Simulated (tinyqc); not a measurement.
From results back to parameters: Tamm state at the end of a one-band chain. Three cases, with inputs chosen for the exercise.

Problem. The end state of a chain with hopping -t and end-site shift D has E = D + t^2/D and weight 1 - (t/D)^2 on the end site. The values below come from hidden t and D.

Case 1.

E = -6.765107 eV
weight = 0.881800

Case 2.

E = 5.150613 eV
weight = 0.737595

Case 3.

E = 3.055163 eV
weight = 0.758064

Find: D, t.

Solution. With (t/D)^2 = 1 - w, E = D (2 - w), which gives D, and t = |D| sqrt(1 - w).

Case 1.

D, t (eV): -6.050  2.080

Case 2.

D, t (eV): 4.080  2.090

Case 3.

D, t (eV): 2.460  1.210

Computed by tinyqc, one run a case: `OMP_NUM_THREADS=1 python tinyqc.py N N+1 out.jsonl` with N = 1452741, 1452761, 1452810; one thread of a shared Intel(R) Xeon(R) Processor @ 2.30GHz, about 0.01 s a run at most.
